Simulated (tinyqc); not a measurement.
Worked calculation: RKS/B3LYP (VWN-RPA form) in the sto-3g basis, for H2, spin multiplicity 1. One step of it, computed by the program tinyqc.

Task: Iteration 3 (converged): orbitals. Diagonalise F' = X^T F X, C = X C', fill 1 alpha and 1 beta electrons from the bottom; D = 2 C_occ C_occ^T. Each column has its largest component positive (the first on a tie).

converged F (hartree), order 1H 1s, 2H 1s:
```
[[-0.165380, -0.249740],
 [-0.249740, -0.165380]]
```

X, order 1H 1s, 2H 1s:
```
[[0.902793, 0.600510],
 [-0.902793, 0.600510]]
```

Give: F' = X^T F X; orbital energies; coefficients C; D after iteration 3.

Result:

F' = X^T F X (hartree):
```
[[0.138, 0.000],
 [0.000, -0.299]]
```

orbital energies (hartree): [-0.299, 0.138]

coefficients C, order 1H 1s, 2H 1s:
```
[[0.601, 0.903],
 [0.601, -0.903]]
```

D after iteration 3, order 1H 1s, 2H 1s:
```
[[0.721, 0.721],
 [0.721, 0.721]]
```
